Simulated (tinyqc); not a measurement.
Changing the absorbed power P: global model of a low-pressure process discharge: electron temperature, density, ion flux and ion energy. Computed by tinyqc, a small Python program. Command: `OMP_NUM_THREADS=1 python tinyqc.py 3111119 3111120 out.jsonl plasma sweep`. One thread of a shared host (Intel(R) Xeon(R) Processor @ 2.30GHz), about 0.01 s of CPU time with the checks.

Maxwellian electrons with temperature T_e in eV, one positive ion, no negative ions, uniform bulk density n; rate constants have the Arrhenius form.

Inputs (values chosen for the exercise, of the order of those of an inductive discharge in a simple atomic gas):
```
quantity                          value   unit
ion mass M                           40      u
ionisation prefactor K0         3.8e-14  m^3/s
ionisation energy E_iz             13.3     eV
excitation prefactor X0         7.9e-15  m^3/s
excitation energy E_ex             11.4     eV
elastic rate constant K_el      5.2e-14  m^3/s
ion-neutral cross section         8e-19    m^2
pressure p                          4.3     Pa
gas temperature T_g                 400      K
radius R                             20     cm
height L                             14     cm
bias power P_b                      250      W
radius of the biased electrode      7.5     cm
bias frequency                       27    MHz
```

Constants: k_B = 1.380649e-23 J/K; e = 1.602176634e-19 C; u = 1.6605390666e-27 kg; m_0 = 9.1093837015e-31 kg; eps_0 = 8.8541878128e-12 F/m.

Method:
- n_g = p/(k_B T_g); lambda_i = 1/(n_g sigma); h_L = 0.86/sqrt(3 + L/(2 lambda_i)), h_R = 0.8/sqrt(4 + R/lambda_i); A_eff = 2 pi R^2 h_L + 2 pi R L h_R; d_eff = pi R^2 L/A_eff.
- Particle balance: K0 exp(-E_iz/T_e) n_g d_eff = u_B, u_B = sqrt(e T_e/M).
- Root found by bracketing.
- E_c = E_iz + (X0 exp(-E_ex/T_e) E_ex + K_el (3 m_0/M) T_e)/K_iz; wall potential V_s = (T_e/2) ln(M/(2 pi m_0)); E_T = E_c + 2 T_e + T_e/2 + V_s; n = P/(e u_B A_eff E_T); ion current density J = e h_L n u_B; ionised share n/n_g.
- All bias power goes to ions: V_b = P_b/(J pi r^2). Debye length at the sheath edge lambda_D = sqrt(eps_0 T_e/(e h_L n)); Child-law sheath s = (sqrt2/3) lambda_D (2 V/T_e)^(3/4), V = V_b + V_s; ion transit time tau_i = 3 s sqrt(M/(2 e V)); collisions in the sheath s/lambda_i.

One run for each value; columns: (1) absorbed power P (W); (2) plasma density n (1/cm^3); (3) bias voltage V_b (V); (4) sheath width s (mm); (5) transit time over bias period:
```
(1)          (2)     (3)     (4)     (5)
60    1.3422e+11  2723.4  15.408  10.874
110   2.4607e+11  1485.5   7.235   6.906
210   4.6977e+11   778.1   3.234   4.257
400   8.9481e+11   408.5   1.454   2.631
750   1.6778e+12   217.9   0.670   1.648
1400  3.1318e+12   116.7   0.314   1.039
2700  6.0399e+12    60.5   0.143   0.643
5000  1.1185e+13    32.7   0.071   0.414
```

Describe and explain the trends.

Over the rows, plasma density n (1/cm^3) rises from 1.34e11 to 1.12e13 (exponent d ln y / d ln x about 1.0 throughout); bias voltage V_b (V) falls from 2720 to 32.7 (exponent d ln y / d ln x about -1.0 throughout); sheath width s (mm) falls from 15.4 to 0.0708 (exponent d ln y / d ln x -1.2 between the first rows and -1.1 between the last). The exponent of plasma density n stays at 1: the power balance is linear in n. The exponent of bias voltage V_b stays at -1: more ions share the bias power.

Caution (all rows): at so short an ion path the formulas for h_L and h_R give way to the ambipolar-diffusion limit.
